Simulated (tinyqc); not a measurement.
Ways to converge the cycle: SCF convergence aids in the sto-3g basis, for H2, spin multiplicity 1. Computed by the program tinyqc with PySCF. 

Geometry (angstrom):
```
atom       x       y       z
H     0.0000  0.0000  0.0000
H     0.0000  0.0000  0.7350
```

lowest restricted solution found by these runs and by PySCF = -1.116999 hartree

RHF with one setting changed at a time; a run stops when the energy changes by less than 1e-09 hartree and the error matrix is below 1e-5. The start is random orbitals. Damping d keeps d of the old density; a shift (hartree) raises the virtual levels; DIIS n extrapolates F over n matrices.

Largest element of the error matrix X^T (FDS - SDF) X:
```
iteration    plain  damping 0.3  damping 0.6  shift 0.4   DIIS 3   DIIS 8
1          9.2e-02      9.2e-02      9.2e-02    9.2e-02  9.2e-02  9.2e-02
2          8.0e-02      1.0e-01      1.1e-01    5.9e-01  8.0e-02  8.0e-02
3          7.7e-03      4.5e-02      8.8e-02    7.6e-01  1.5e-02  1.5e-02
4          7.5e-04      1.7e-02      6.4e-02    3.0e-01  3.7e-04  3.7e-04
5          7.2e-05      6.5e-03      4.3e-02    9.8e-02  4.8e-07  2.0e-04
6          7.0e-06      2.4e-03      2.9e-02    3.1e-02  4.5e-10  1.4e-04
8                -      3.3e-04      1.2e-02    3.1e-03        -  8.1e-05
10               -      4.4e-05      5.0e-03    3.0e-04        -  1.5e-07
14               -      8.1e-07      8.5e-04          -        -        -
20               -      2.0e-09      5.7e-05          -        -        -
30               -            -      6.5e-07          -        -        -
```

How each run ends:
```
run          iterations  E (hartree)         state
plain                 7     -1.11700  lowest found
damping 0.3          20     -1.11700  lowest found
damping 0.6          43     -1.11700  lowest found
shift 0.4            13     -1.11700  lowest found
DIIS 3                6     -1.11700  lowest found
DIIS 8               11     -1.11700  lowest found
```

6 of 6 runs reach the lowest restricted solution found, in 6 to 43 iterations (fastest: DIIS 3). Plain steps already contract here, so damping only slows them. DIIS 3 gains by cancelling the error over several earlier matrices, much as a quasi-Newton step does. DIIS minimises the error, not the energy, so it can stall or settle near a saddle, and its small system turns near-singular when few rotations are active.
